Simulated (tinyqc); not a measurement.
Inside a calculation: alloy A(1-x)B(x) by interpolation with bowing. Values are carried at full precision from step to step, so a last printed digit may differ when a step is redone from the rounded ones.

Each gap follows E(x) = (1 - x) E_A + x E_B - C x (1 - x); the lattice constant follows Vegard, a(x) = (1 - x) a_A + x a_B.

Constants: hc = 1239.841984 eV nm; kB = 8.617333262e-05 eV/K.

Parameters, chosen for this exercise (A near Ge, B near Si; the results hold for these values, not for the real material): a = (5.654, 5.43) angstrom (lattice constant of A, B); x = 0.12 (fraction of B); Eg = (0.906, 4.124) eV (gap at Gamma to the s-like level of A, B); EgX = (0.936, 1.176) eV (gap to the lowest valley along Gamma-X of A, B); EgL = (0.751, 2.111) eV (gap to L of A, B); C = (0.176, 0.203, 0.01) eV (bowing of the Gamma, X and L gaps); Dso = (0.289, 0.044) eV (spin-orbit splitting of A, B); Ep = (26.2, 21.5) eV (Kane energy of A, B); me = (0.0382, 0.1997) m0 (electron mass at Gamma of A, B); Cs = 0 eV (bowing of Dso); md = (0.0537, 0.74, 0.47) m0 (density-of-states masses of Gamma, all X and all L valleys); T = 300 K (temperature).

## Gaps and lattice constant at x

Also give the wavelength hc/E of the lowest gap.

a(x) = 5.6271 angstrom

linear parts (eV): Gamma 1.2922, X 0.9648, L 0.9142

bowing terms C x (1 - x) (eV): Gamma 0.0186, X 0.0214, L 0.0011

gaps (eV): Gamma 1.2736, X 0.9434, L 0.9131

wavelength of the lowest gap = 1357.8 nm

The lowest valley is L, so the gap is indirect; the next, X, lies 30 meV higher.

## Where the valleys cross

The difference of two gaps is a quadratic q2 x^2 + q1 x + q0 with q2 = C_i - C_j, q1 = (E_B - E_A - C)_i - (E_B - E_A - C)_j, q0 = E_A,i - E_A,j; give its roots between 0 and 1 (a dash: none).

Crossings:

| pair | q2 | q1 | q0 | first root | second root |
|---|---|---|---|---|---|
| Gamma-X | -0.027 | 3.005 | -0.030 | 0.0100 | - |
| Gamma-L | 0.166 | 1.692 | 0.155 | - | - |
| X-L | 0.193 | -1.313 | 0.185 | 0.1439 | - |

The lowest valley changes at x = 0.144 (L to X, gap 0.946 eV). The other crossings lie above the lowest valley.

## Electron mass of the alloy

Mass at Gamma from the Kane formula 1/m = F + Ep (Eg + 2 Dso/3)/(Eg (Eg + Dso)). F is fixed by the masses of A and B and interpolated linearly, as is Ep; Eg and Dso carry their bowing.

Compare with the linear interpolation of the masses.

F of A, B: -0.4091  -0.1875

Ep, Eg, Dso at x (eV): 25.6360  1.2736  0.2596

m(x) from the Kane formula = 0.0537 m0
m(x) linear = 0.0576 m0

The Kane value lies 6.7 % below the linear one. The Gamma valley is not the lowest at this x.

## Shares of the electrons in the valleys

Non-degenerate: n_i proportional to md_i^(3/2) exp(-E_i/kT).

md^(3/2): Gamma 0.0124, X 0.6366, L 0.3222

(E - E_min)/kT: Gamma 13.94, X 1.17, L 0.00

shares: Gamma 0.000, X 0.380, L 0.620

L holds most electrons (62.0 %).

## Checks

- The Gamma and X gaps at their crossing x = 0.0100 (eV): both 0.9364.
- The X and L gaps at their crossing x = 0.1439 (eV): both 0.9455.

(tinyqc, `OMP_NUM_THREADS=1 python tinyqc.py 1080653 1080654 out.jsonl`, Intel(R) Xeon(R) Processor @ 2.30GHz, 1 thread, shared host, about 0.01 s.)
